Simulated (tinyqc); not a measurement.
Empirical pseudopotential in a few plane waves, step by step. One step of it, computed by the program tinyqc.

Task: Levels at k. Diagonalise the Hermitian matrix.

H(k) at k (eV), lower triangle (Hermitian):
```
                     +0+0+0               -1-1-1               -1-1+1               -1+1-1
+0+0+0             1.080072
-1-1-1   2.414790-0.663827i            14.538199
-1-1+1  -2.414790-0.663827i   0.000000+0.435382i            13.473714
-1+1-1  -2.414790-0.663827i   0.000000+0.435382i             0.068028             7.543014
-1+1+1  -2.414790+0.663827i            -0.068028   0.000000+0.435382i   0.000000+0.435382i
+1-1-1  -2.414790-0.663827i   0.000000+0.435382i             0.068028             0.068028
+1-1+1  -2.414790+0.663827i            -0.068028   0.000000+0.435382i             0.000000
+1+1-1  -2.414790+0.663827i            -0.068028             0.000000   0.000000+0.435382i
+1+1+1   2.414790+0.663827i             0.000000            -0.068028            -0.068028
-2+0+0   0.000000-0.435382i  -2.414790+0.663827i  -2.414790-0.663827i  -2.414790-0.663827i
+0-2+0   0.000000-0.435382i  -2.414790+0.663827i  -2.414790-0.663827i   0.586861-0.259758i
+0+0-2   0.000000-0.435382i  -2.414790+0.663827i   0.586861-0.259758i  -2.414790-0.663827i
+0+0+2   0.000000+0.435382i  -0.586861-0.259758i   2.414790+0.663827i  -0.586861+0.259758i
+0+2+0   0.000000+0.435382i  -0.586861-0.259758i  -0.586861+0.259758i   2.414790+0.663827i
+2+0+0   0.000000+0.435382i  -0.586861-0.259758i  -0.586861+0.259758i  -0.586861+0.259758i

                     -1+1+1               +1-1-1               +1-1+1               +1+1-1
-1+1+1             6.478530
+1-1-1             0.000000            18.491999
+1-1+1             0.068028   0.000000+0.435382i            17.427514
+1+1-1             0.068028   0.000000+0.435382i             0.068028            11.496814
+1+1+1   0.000000+0.435382i            -0.068028   0.000000+0.435382i   0.000000+0.435382i
-2+0+0   2.414790-0.663827i   0.586861-0.259758i  -0.586861-0.259758i  -0.586861-0.259758i
+0-2+0  -0.586861-0.259758i  -2.414790-0.663827i   2.414790-0.663827i  -0.586861-0.259758i
+0+0-2  -0.586861-0.259758i  -2.414790-0.663827i  -0.586861-0.259758i   2.414790-0.663827i
+0+0+2  -2.414790+0.663827i  -0.586861+0.259758i  -2.414790+0.663827i   0.586861+0.259758i
+0+2+0  -2.414790+0.663827i  -0.586861+0.259758i   0.586861+0.259758i  -2.414790+0.663827i
+2+0+0   0.586861+0.259758i   2.414790+0.663827i  -2.414790+0.663827i  -2.414790+0.663827i

                     +1+1+1     -2+0+0     +0-2+0     +0+0-2
+1+1+1            10.432330
-2+0+0  -0.586861+0.259758i  12.333195
+0-2+0  -0.586861+0.259758i   0.068028  23.282180
+0+0-2  -0.586861+0.259758i   0.068028   0.068028  17.351480
+0+0+2  -2.414790-0.663827i  -0.068028  -0.068028   0.000000
+0+2+0  -2.414790-0.663827i  -0.068028   0.000000  -0.068028
+2+0+0  -2.414790-0.663827i   0.000000  -0.068028  -0.068028

           +0+0+2    +0+2+0     +2+0+0
+0+0+2  15.222511
+0+2+0   0.068028  9.291810
+2+0+0   0.068028  0.068028  20.240795
```

Give: eigenvalues.

Result:

eigenvalues (eV): -3.4258  3.4869  5.9573  6.3772  10.2379  11.2789  12.7243  12.9394  14.6219  16.1934  17.6340  19.2537  21.6981  23.1914  26.5156
